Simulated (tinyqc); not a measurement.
Hueckel theory of the pi electrons with the omega technique, for the molecule C=C1C=CC=CC=C1 (SMILES; centres numbered as the heavy atoms are written), step by step. One step of it, computed by the program tinyqc.

Question. Omega technique, round 2. h_r = h_r(0) + omega q_r, omega = 1.4, with q_r = z_r - P_rr; 0.7 of the old diagonal is kept.

Hueckel matrix in units of beta (H = alpha + beta A), order 1C, 2C, 3C, 4C, 5C, 6C, 7C, 8C:
$$\begin{pmatrix}
0.000000 & 1.000000 & 0.000000 & 0.000000 & 0.000000 & 0.000000 & 0.000000 & 0.000000 \\
1.000000 & 0.000000 & 1.000000 & 0.000000 & 0.000000 & 0.000000 & 0.000000 & 1.000000 \\
0.000000 & 1.000000 & 0.000000 & 1.000000 & 0.000000 & 0.000000 & 0.000000 & 0.000000 \\
0.000000 & 0.000000 & 1.000000 & 0.000000 & 1.000000 & 0.000000 & 0.000000 & 0.000000 \\
0.000000 & 0.000000 & 0.000000 & 1.000000 & 0.000000 & 1.000000 & 0.000000 & 0.000000 \\
0.000000 & 0.000000 & 0.000000 & 0.000000 & 1.000000 & 0.000000 & 1.000000 & 0.000000 \\
0.000000 & 0.000000 & 0.000000 & 0.000000 & 0.000000 & 1.000000 & 0.000000 & 1.000000 \\
0.000000 & 1.000000 & 0.000000 & 0.000000 & 0.000000 & 0.000000 & 1.000000 & 0.000000
\end{pmatrix}$$

charge and bond-order matrix P, order 1C, 2C, 3C, 4C, 5C, 6C, 7C, 8C:
$$\begin{pmatrix}
1.209148 & 0.780921 & -0.152231 & -0.322674 & 0.214283 & 0.214283 & -0.322674 & -0.152231 \\
0.780921 & 1.014337 & 0.434692 & 0.014763 & -0.076184 & -0.076184 & 0.014763 & 0.434692 \\
-0.152231 & 0.434692 & 0.944850 & 0.776691 & 0.055875 & -0.332333 & -0.095419 & 0.242706 \\
-0.322674 & 0.014763 & 0.776691 & 0.979610 & 0.520294 & 0.038113 & -0.103609 & -0.095419 \\
0.214283 & -0.076184 & 0.055875 & 0.520294 & 0.963798 & 0.749161 & 0.038113 & -0.332333 \\
0.214283 & -0.076184 & -0.332333 & 0.038113 & 0.749161 & 0.963798 & 0.520294 & 0.055875 \\
-0.322674 & 0.014763 & -0.095419 & -0.103609 & 0.038113 & 0.520294 & 0.979610 & 0.776691 \\
-0.152231 & 0.434692 & 0.242706 & -0.095419 & -0.332333 & 0.055875 & 0.776691 & 0.944850
\end{pmatrix}$$

Centres:
```
centre  z_r, pi electrons of the neutral centre         h
1C                                            1  0.000000
2C                                            1  0.000000
3C                                            1  0.000000
4C                                            1  0.000000
5C                                            1  0.000000
6C                                            1  0.000000
7C                                            1  0.000000
8C                                            1  0.000000
```

Give: matrix after round 2.

Answer.

matrix after round 2, order 1C, 2C, 3C, 4C, 5C, 6C, 7C, 8C:
$$\begin{pmatrix}
-0.1792 & 1.0000 & 0.0000 & 0.0000 & 0.0000 & 0.0000 & 0.0000 & 0.0000 \\
1.0000 & 0.0010 & 1.0000 & 0.0000 & 0.0000 & 0.0000 & 0.0000 & 1.0000 \\
0.0000 & 1.0000 & 0.0402 & 1.0000 & 0.0000 & 0.0000 & 0.0000 & 0.0000 \\
0.0000 & 0.0000 & 1.0000 & 0.0198 & 1.0000 & 0.0000 & 0.0000 & 0.0000 \\
0.0000 & 0.0000 & 0.0000 & 1.0000 & 0.0291 & 1.0000 & 0.0000 & 0.0000 \\
0.0000 & 0.0000 & 0.0000 & 0.0000 & 1.0000 & 0.0291 & 1.0000 & 0.0000 \\
0.0000 & 0.0000 & 0.0000 & 0.0000 & 0.0000 & 1.0000 & 0.0198 & 1.0000 \\
0.0000 & 1.0000 & 0.0000 & 0.0000 & 0.0000 & 0.0000 & 1.0000 & 0.0402
\end{pmatrix}$$
